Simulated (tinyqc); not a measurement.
Chemical vapour deposition: Grove model, boundary layer, depletion and step coverage: one step, computed by the program tinyqc. Command: `OMP_NUM_THREADS=1 python tinyqc.py 3017964 3017965 out.jsonl cvd walk`. One thread of a shared host (Intel(R) Xeon(R) Processor @ 2.30GHz), about 0.01 s of CPU time with the checks.

A precursor diffuses to the surface and reacts there at first order; each molecule that reacts adds one formula unit of film.

Problem. Depletion along the susceptor. Plug flow: U b dC/dx = -k_eff C with k_eff = k_s h_g/(k_s + h_g), so C falls as exp(-k_eff x/(U b)); the used share of the precursor is 1 - C(L)/C(0).

Inputs (values chosen for the exercise, close to those used for tungsten from its fluoride): temperature T = 450 C; gas velocity U = 9.5 cm/s; susceptor length L = 59 cm; channel height b = 6.3 cm.

Reactor: horizontal, atmospheric.

surface rate constant k_s = 7.537273 cm/s

mass-transfer coefficient h_g = 0.4375698 cm/s

growth rate G at the inlet = 439.6900 nm/min

Give: k_eff; depletion length; rate at the outlet over rate at the inlet; rate at the outlet.

Solution.

k_eff = 0.41356 cm/s

depletion length = 144.72 cm

rate at the outlet over rate at the inlet = 0.66519

rate at the outlet = 292.48 nm/min

33.5 % of the precursor is used.
